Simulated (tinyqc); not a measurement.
Inside a calculation. Method: lattice vibrations of a chain. One step of it, computed by the program tinyqc.

Question. Dynamical matrix at q = 0.24. q is in units of 2 pi/a. A spring k from atom i to atom j, n cells on, adds k to Phi_ii and Phi_jj, -k exp(2 pi i q n) to Phi_ij and the conjugate to Phi_ji (for one atom a cell: 2k (1 - cos 2 pi q n)); D_ij = Phi_ij / sqrt(m_i m_j).

A chain moving along its axis:
```
atom   mass (u)  spring to the next atom (eV/angstrom^2)
1     20.600000                                27.200000
2     95.100000                                24.800000
3     49.200000                                20.000000
```

Give: D(q).

Answer.

D(q) (eV/(angstrom^2 u)):
$$\begin{pmatrix}
2.2913 & -0.6145 & -0.0394+0.6270i \\
-0.6145 & 0.5468 & -0.3626 \\
-0.0394-0.6270i & -0.3626 & 0.9106
\end{pmatrix}$$
